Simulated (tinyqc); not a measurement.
Worked calculation: harmonic frequencies on the RHF/6-31g surface (energies and gradients from PySCF), for H2, spin multiplicity 1. One step of it, computed by the program tinyqc.

Task: Normal modes. Diagonalise H_ij / sqrt(m_i m_j); the 5 smallest eigenvalues belong to translations and rotations; wavenumber = sqrt(eigenvalue / 1822.888) x 219474.63; each mode has its largest component positive (the first on a tie); zero-point energy = sum of wavenumbers / 2, with 349.755 1/cm per kcal/mol. A mass of 2.014 u marks deuterium.

Hessian (symmetrised) (hartree/bohr^2), order 1Hx, 1Hy, 1Hz, 2Hx, 2Hy, 2Hz:
```
[[0.00000082, 0.00000000, 0.00000000, -0.00000082, 0.00000000, 0.00000000],
 [0.00000000, 0.00000082, 0.00000000, 0.00000000, -0.00000082, 0.00000000],
 [0.00000000, 0.00000000, 0.41166097, 0.00000000, 0.00000000, -0.41166097],
 [-0.00000082, 0.00000000, 0.00000000, 0.00000082, 0.00000000, 0.00000000],
 [0.00000000, -0.00000082, 0.00000000, 0.00000000, 0.00000082, 0.00000000],
 [0.00000000, 0.00000000, -0.41166097, 0.00000000, 0.00000000, 0.41166097]]
```

masses (u): [2.014102, 1.007825]

Give: eigenvalues of the mass-weighted Hessian; harmonic wavenumbers of the vibrations; mass-weighted modes; zero-point energy.

Result:

eigenvalues of the mass-weighted Hessian (hartree/(bohr^2 u)): [0.000, 0.000, 0.000, 0.000, 0.000, 0.613]

harmonic wavenumbers of the vibrations (1/cm): [4024.2]

mass-weighted modes, order 1Hx, 1Hy, 1Hz, 2Hx, 2Hy, 2Hz:
```
[[0.000],
 [0.000],
 [-0.577],
 [0.000],
 [0.000],
 [0.816]]
```

zero-point energy = 5.753 kcal/mol
